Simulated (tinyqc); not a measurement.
Crystallisation kinetics and data retention of a phase-change cell: one step of the calculation.

Johnson-Mehl-Avrami-Kolmogorov law X = 1 - exp(-y^n), y = integral of k dt, k = (1/100 s) exp[-(Ec q/kB)(1/T - 1/T1)].

Question. Retention. At fixed T the state fails at t = (-ln(1 - Xf))^(1/n)/k; ten years are 3.15576e8 s.

Values chosen for this exercise; values of the order of Ge-Sb-Te and related chalcogenides:
```
symbol,value,unit,meaning
Ec,2.16,eV,activation energy of crystallisation
T1,439,K,temperature at which the rate k is 1/(100 s)
n,4,,Avrami exponent
Xf,0.2,,crystalline share at which the state is lost
T,366,K,storage temperature
```

Constants: q = 1.602176634e-19 C, kB = 1.380649e-23 J/K. Results are converted to the units shown.

Wanted: k; y at failure; time to fail; the same in years; temperature for ten years.

Answer.

k = 1.1327e-7 1/s
y at failure = 0.68730
time to fail = 6.0675e6 s
the same in years = 0.19227
temperature for ten years = 346.03 K

The cell misses ten years at 366 K.

Range of the model: One Arrhenius rate is assumed; incubation, growth from the boundary and the non-Arrhenius kinetics of the supercooled liquid are left out.

Numbers from tinyqc (`OMP_NUM_THREADS=1 python tinyqc.py 2490031 2490032 out.jsonl`; about 0.02 s on one thread of a shared Intel Xeon 2.30GHz).
